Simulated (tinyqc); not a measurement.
Inside a calculation. Model: one electron in a tunnel-coupled double dot: charge qubit, sensing and quantum capacitance.

Numbers from tinyqc (`OMP_NUM_THREADS=1 python tinyqc.py 2470120 2470121 out.jsonl`; about 0.01 s on one thread of a shared Intel Xeon 2.30GHz). Printed values are rounded.

Basis (left, right), H = [[ep/2, tc], [tc, -ep/2]], splitting Om = sqrt(ep^2 + 4 tc^2), ep = al times the gate voltage. In equilibrium the electron is on the right with the chance P_R = [1 + (ep/Om) tanh(Om/2 kB T)]/2.

Parameters, values chosen for the exercise:
- tc = 26 ueV (tunnel coupling)
- T = 0.3 K (electron temperature)
- al = 0.27 eV/V (lever arm of the gate on the detuning)
- Cp = 0.39 pF (parasitic capacitance of the resonator)
- f0 = 449 MHz (resonator frequency)
- Q = 138 (loaded quality factor)
- se = 4.6 ueV (deviation of quasi-static detuning noise)
- ep = -57.6 ueV (detuning)

Constants: q = 1.602176634e-19 C, kB = 1.380649e-23 J/K, hbar = 1.054571817e-34 J s, h = 6.62607015e-34 J s, Vt = kB T/q. Results are converted to the units shown.

## Splitting and occupation

Also the frequency Om/h, the mixing angle arctan2(2 tc, ep) and the weight of the right dot in the ground state, (1 + ep/Om)/2.

Om = 77.6 ueV
Om/h = 18.7636 GHz
mixing angle = 137.925 degree
ground-state weight = 0.128866
kB T = 25.8520 ueV
P_R = 0.164012

## Capacitance seen by a resonator

q^2 al^2 dP_R/d(ep) splits into Cq = q^2 al^2 (2 tc^2/Om^3) tanh(Om/2 kB T) and Ct = q^2 al^2 (ep/Om)^2/(4 kB T cosh^2(Om/2 kB T)); Ct appears only if relaxation is faster than the drive. A resonator of frequency f0, capacitance Cp and quality factor Q shifts by df = -f0 Cq/(2 Cp) and its phase by -2 Q Cq/Cp.

Cq = 30.5931 aF
Ct = 11.2282 aF
df = -17.6106 kHz
phase shift = -1240.48 millidegree

## Dephasing by charge noise

Noise in ep shifts Om by (ep/Om) d + (2 tc^2/Om^3) d^2. For Gaussian d of deviation se the spread of Om is sqrt[(ep se/Om)^2 + 2 (2 tc^2 se^2/Om^3)^2], and T2* is estimated as sqrt(2) hbar/spread; Om T2*/h counts the oscillations within T2*.

first-order spread = 3.41443 ueV
second-order spread = 0.0865809 ueV
T2* = 0.272535 ns
oscillations within T2* = 5.11374

At ep = 0 the first-order term vanishes and T2* would be 3.24 ns.
